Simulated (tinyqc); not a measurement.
Phonon transmission through an interface between two chains by Green functions. From transmission back to junction spring k_b. Computed by tinyqc, a small Python program. Command: `OMP_NUM_THREADS=1 python tinyqc.py 3012429 3012430 out.jsonl agf inv`. One thread of a shared host (Intel(R) Xeon(R) Processor @ 2.30GHz), about 0.02 s of CPU time with the checks.

Two semi-infinite chains (masses m_1, m_2; springs k_1, k_2), motion along the chain. The central region holds the end atom of each chain, joined by springs k_b. lambda = omega^2 in eV/(angstrom^2 u); nu = 15.6333042 THz x sqrt(lambda).

Inputs (values chosen for the exercise, for two model chains):
```
quantity                          value           unit
mass m_1                           20.6              u
spring k_1                         3.15  eV/angstrom^2
mass m_2                           48.4              u
spring k_2                         2.68  eV/angstrom^2
probe frequency / lower band top   0.61              -
```

Atoms in the interlayer: none.

Constants: nu for 1 eV/(angstrom^2 u) = 15.6333042 THz.

Method:
- nu_max = 15.6333042 THz x 2 sqrt(k/m); impedance Z = sqrt(k m); long-wave transmission 4 Z_1 Z_2/(Z_1 + Z_2)^2; the probe frequency is the given share of the lower band top.
- In chain i, sin(q_i a/2) = nu/nu_max,i. An outgoing wave makes the next atom move as exp(i q_i a) times the end atom, so the lead adds the self-energy Sigma_i = -k_i exp(i q_i a) to the force-constant matrix; Gamma_i = -2 Im Sigma_i = 2 k_i sin(q_i a).
- A = lambda M - K - Sigma over the central atoms, with K_ii the sum of the springs at i, K_(i,i+1) = -k_b; G = inverse of A; transmission = Gamma_1 Gamma_2 |G_(first,last)|^2.

Problem. A run gave the result below. Find the junction spring k_b, known to lie between 0.54 and 0.78 eV/angstrom^2.

transmission = 0.1893057

Solution.

Each step takes the trial c = (a f_b - b f_a)/(f_b - f_a), f being the result less the target and a, b, c the logarithms of the listed values; c replaces end b, the old b replaces a if the sign of f changed, and otherwise f_a is halved.

Scan of the range:
```
junction spring k_b (eV/angstrom^2)  transmission
0.540                                    0.145215
0.574                                    0.164757
0.610                                    0.186566
0.649                                    0.211369
0.690                                    0.238599
0.734                                    0.268921
0.780                                    0.301572
```

False position (Illinois rule, in the logarithm of the input) inside the bracket:
```
step     end a     end b     trial  transmission
1     0.610000  0.649000  0.614190      0.189175
2     0.649000  0.614190  0.614390      0.189299
3     0.649000  0.614390  0.614409      0.189311
4     0.614390  0.614409  0.614400      0.189306
```

Transmission rises at every point of a 13-point scan of the range (every second point is shown), so one value fits; it is bracketed by 0.610 and 0.649. Answer: junction spring k_b = 0.6144 eV/angstrom^2.
